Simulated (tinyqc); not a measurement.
From results to parameters: Luttinger model of the valence bands. Computed by the program tinyqc.

Problem. In the four-band Luttinger model 1/m = g1 -/+ 2 g2 along [100] and g1 -/+ 2 g3 along [111]. Find g1, g2, g3 and the light hole mass along [111].

heavy and light hole masses along [100] (electron masses): 0.271739  0.111607
heavy hole mass along [111] = 0.337838 electron masses

Solution. The mean of the two inverse masses along [100] is g1 and a quarter of their difference is g2; g3 = (g1 - 1/m_hh[111])/2.

g1, g2, g3: 6.320  1.320  1.680
light hole mass along [111] = 0.103 electron masses
